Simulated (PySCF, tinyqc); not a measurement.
FCI on RHF in the 6-311g basis, for H2, spin multiplicity 1, step by step. The lowest restricted solution is unstable here: a spin-polarised one lies 0.0017 hartree lower (PySCF). One step of it, computed by the program tinyqc.

Question. Iteration 6 (converged): orbitals. Diagonalise F' = X^T F X, C = X C', fill 1 alpha and 1 beta electrons from the bottom; D = 2 C_occ C_occ^T. Each column has its largest component positive (the first on a tie).

converged F (hartree):
```
           1H 1s      1H 2s      1H 3s      2H 1s      2H 2s      2H 3s
1H 1s   0.713457  -0.301928  -0.386813  -0.202162  -0.303904  -0.308823
1H 2s  -0.301928  -0.213139  -0.313374  -0.303904  -0.346615  -0.326140
1H 3s  -0.386813  -0.313374  -0.247696  -0.308823  -0.326140  -0.276756
2H 1s  -0.202162  -0.303904  -0.308823   0.713457  -0.301928  -0.386813
2H 2s  -0.303904  -0.346615  -0.326140  -0.301928  -0.213139  -0.313374
2H 3s  -0.308823  -0.326140  -0.276756  -0.386813  -0.313374  -0.247696
```

X:
```
           1H 1s      1H 2s      1H 3s      2H 1s      2H 2s      2H 3s
1H 1s   1.372947  -0.745485   0.204887   0.025320   0.035683  -0.055941
1H 2s  -0.745485   2.116995  -1.009835   0.035683  -0.237669   0.187884
1H 3s   0.204887  -1.009835   2.070081  -0.055941   0.187884  -0.837552
2H 1s   0.025320   0.035683  -0.055941   1.372947  -0.745485   0.204887
2H 2s   0.035683  -0.237669   0.187884  -0.745485   2.116995  -1.009835
2H 3s  -0.055941   0.187884  -0.837552   0.204887  -1.009835   2.070081
```

Give: F' = X^T F X; orbital energies; coefficients C; D after iteration 6.

Answer.

F' = X^T F X (hartree):
```
         1        2        3        4        5        6
1   1.7181  -1.1612  -0.0056   0.0360  -0.1117  -0.1269
2  -1.1612   0.9109  -0.3773  -0.1117  -0.2043  -0.0234
3  -0.0056  -0.3773   0.1581  -0.1269  -0.0234  -0.1329
4   0.0360  -0.1117  -0.1269   1.7181  -1.1612  -0.0056
5  -0.1117  -0.2043  -0.0234  -1.1612   0.9109  -0.3773
6  -0.1269  -0.0234  -0.1329  -0.0056  -0.3773   0.1581
```

orbital energies (hartree): MO1 -0.4777, MO2 0.0718, MO3 0.3518, MO4 0.4872, MO5 2.5294, MO6 2.6118

coefficients C:
```
          MO1      MO2      MO3      MO4      MO5      MO6
1H 1s  0.1444   0.1244  -0.0454  -0.0978  -1.1055  -1.1035
1H 2s  0.2985   0.1448  -0.9263  -1.1479   1.5671   1.1868
1H 3s  0.2124   1.1196   0.9267   1.6812  -0.9479  -0.4523
2H 1s  0.1444  -0.1244  -0.0454   0.0978   1.1055  -1.1035
2H 2s  0.2985  -0.1448  -0.9263   1.1479  -1.5671   1.1868
2H 3s  0.2124  -1.1196   0.9267  -1.6812   0.9479  -0.4523
```

D after iteration 6:
```
        1H 1s   1H 2s   1H 3s   2H 1s   2H 2s   2H 3s
1H 1s  0.0417  0.0862  0.0613  0.0417  0.0862  0.0613
1H 2s  0.0862  0.1782  0.1268  0.0862  0.1782  0.1268
1H 3s  0.0613  0.1268  0.0903  0.0613  0.1268  0.0903
2H 1s  0.0417  0.0862  0.0613  0.0417  0.0862  0.0613
2H 2s  0.0862  0.1782  0.1268  0.0862  0.1782  0.1268
2H 3s  0.0613  0.1268  0.0903  0.0613  0.1268  0.0903
```
